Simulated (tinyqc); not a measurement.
Inside a calculation. Model: switching kinetics of a ferroelectric film and the memory window of a ferroelectric gate stack. Computed by tinyqc, a small Python program that keeps every step. Command: `OMP_NUM_THREADS=1 python tinyqc.py 3025398 3025399 out.jsonl feswitch walk`. One thread of a shared host (Intel(R) Xeon(R) Processor @ 2.30GHz), about 0.01 s of CPU time with the checks. Intermediate numbers are printed to about 5 digits and carried at full precision; extremes and crossings named in words are read from the listed rows.

Fields in MV/cm; 1 microcoulomb/cm^2 over eps_0 is 11.29409 MV/cm. In the stack (metal, ferroelectric, interlayer, channel) the channel is taken as a conductor.

Inputs (values chosen for the exercise, for a model film):
```
quantity                                   value               unit
saturation polarisation P_s                   28  microcoulomb/cm^2
ratio P_r/P_s                               0.91                  -
coercive field E_c                          0.88              MV/cm
permittivity of the ferroelectric eps_F       43                  -
thickness t_F                                 12                 nm
permittivity of the interlayer eps_I         3.9                  -
interlayer thickness t_I                     1.3                 nm
share s of P screened by trapped charge     0.58                  -
pulse height V                               6.8                  V
time constant t_inf                        3e-09                  s
activation field E_a                         4.1              MV/cm
Merz exponent alpha                            1                  -
dimension n                                    2                  -
half width w of log10 t                     0.64                  -
pulse length t_p                         3.2e-07                  s
breakdown field of the interlayer             15              MV/cm
```

Kinetics: nucleation-limited (NLS).

## The hysteresis loop

Saturated branches: P(E) = P_s tanh[(E -/+ E_c)/(2 delta)], delta = E_c/ln[(1 + P_r/P_s)/(1 - P_r/P_s)]; D = P + eps_0 eps_F E.

delta = 0.28805 MV/cm

P on both branches (microcoulomb/cm^2) at E/E_c = -3, -2, -1, -0.5, 0, 0.5, 1, 1.5, 2, 3:
```
E (MV/cm)  rising branch  falling branch
-2.64            -28.000         -27.876
-1.76            -27.994         -25.480
-0.88            -27.876           0.000
-0.44            -27.433          18.012
0.00             -25.480          25.480
0.44             -18.012          27.433
0.88               0.000          27.876
1.32              18.012          27.973
1.76              25.480          27.994
2.64              27.876          28.000
```

peak differential permittivity eps_F + P_s/(2 delta eps_0) = 591.93

## Memory window

At threshold the channel charge is negligible, so D = 0 on each branch: (1 - s) P(E) + eps_0 eps_F E = 0, with the screened share s. The rising branch has the root E0 between 0 and E_c; window = 2 E0 t_F; its upper bound is 2 E_c t_F.

field E0 = 0.73937 MV/cm

memory window = 1.7745 V

bound 2 E_c t_F = 2.112 V

fixed-charge estimate 2 (1 - s) P_r t_F/(eps_0 eps_F) = 6.7459 V

Charge and coercive field both limit the window.

## Fields in the stack

Series stack: V = E_F t_F + E_I t_I and eps_I E_I = eps_F E_F + (1 - s) P/eps_0. Before switching P = -P_r, after it P = +P_s; in retention V = 0 and P = +P_r.

E_F before switching = 4.1122 MV/cm

E_F after switching = 0.90103 MV/cm

E_I after switching = 43.990 MV/cm

depolarising field in retention = 1.5299 MV/cm

depolarising field over E_c = 1.7386

The interlayer field exceeds its breakdown field. The depolarising field exceeds E_c, so P_r cannot be retained. Caution: the interlayer field exceeds its breakdown field, so charge injection would change the fields. Caution: a depolarising field above E_c switches the film back, so P_r is not held.

## Switched share after the pulse

Merz's law: t1 = t_inf exp[(E_a/E)^alpha] at the mean of the fields before and after switching. NLS: switched share = integral of [1 - exp(-(t/tau)^n)] F(z) dz over z = log10 tau, with the Lorentzian F = (1/pi) w/[(z - log10 t1)^2 + w^2].

mean field = 2.5066 MV/cm

switching time t1 = 1.5399e-08 s

switched share = 0.86378

t_p is 21 t1. A field higher by 10 % would shorten t1 by a factor 1.2. The step approximation 1/2 + arctan[log10(t_p/t1)/w]/pi gives 0.856. Caution: the field changes much during switching, so one mean field is a crude stand-in.

## KAI against NLS in time

KAI: 1 - exp[-(t/t1)^n]. NLS: the same kernel averaged over the Lorentzian F = (1/pi) w/[(z - log10 t1)^2 + w^2] in z = log10 tau.

Switched share:
```
log10(t/t1)     KAI      NLS
-3.0         0.0000  0.07044
-2.0         0.0001  0.10718
-1.0         0.0100  0.21254
-0.5         0.0952  0.34473
-0.2         0.3284  0.46322
0.0          0.6321  0.55052
0.2          0.9189  0.63345
0.5          1.0000  0.73293
1.0          1.0000  0.82969
2.0          1.0000  0.90562
3.0          1.0000  0.93526
```

KAI goes from 10 to 90 % within 0.67 decades of time; a Lorentzian of this width needs about 2 w tan(0.4 pi) = 3.9 decades. Three decades after t1, 6.5 % of the NLS film has not switched, and three decades before it 7.0 % already has: the tails set write margins and disturb errors.

## Interlayer thickness

Series stack: V = E_F t_F + E_I t_I and eps_I E_I = eps_F E_F + (1 - s) P/eps_0. E_I is for P = +P_s at the pulse height, the depolarising field for P = +P_r at V = 0; V needed puts E_F = 1.5 E_c after switching.

Stack against t_I:
```
t_I (nm)  E_F after (MV/cm)  E_I (MV/cm)  depolarising field / E_c  V needed (V)
0.3                  3.7748       75.675                    0.6902         3.042
0.5                  2.9106       66.147                    1.0055         4.014
0.8                  1.9575       55.638                    1.3532         5.473
1.2                  1.0754       45.913                    1.6750         7.417
1.6                  0.4558       39.082                    1.9010         9.362
2.0                 -0.0033       34.020                    2.0685        11.306
3.0                 -0.7580       25.699                    2.3438        16.167
```

Each nanometre of interlayer costs 4.86 V, against 0.13 V for a nanometre of ferroelectric. The depolarising field grows from 0.69 to 2.34 E_c. At E_F = 1.5 E_c the interlayer carries (1.5 eps_F E_c + (1 - s) P_s/eps_0)/eps_I = 48.6 MV/cm whatever its thickness, above its breakdown field of 15 MV/cm, so the voltages in the last column could not be applied without breakdown. Caution: rows with E_I above the breakdown field of the interlayer cannot be reached without charge injection. Caution: where E_F after switching is below E_c the switching stalls before P_s, and where the depolarising field exceeds E_c the state switches back, so those rows describe states that are not held.

Checks made by the program: the remanence (relative difference below 1e-10).
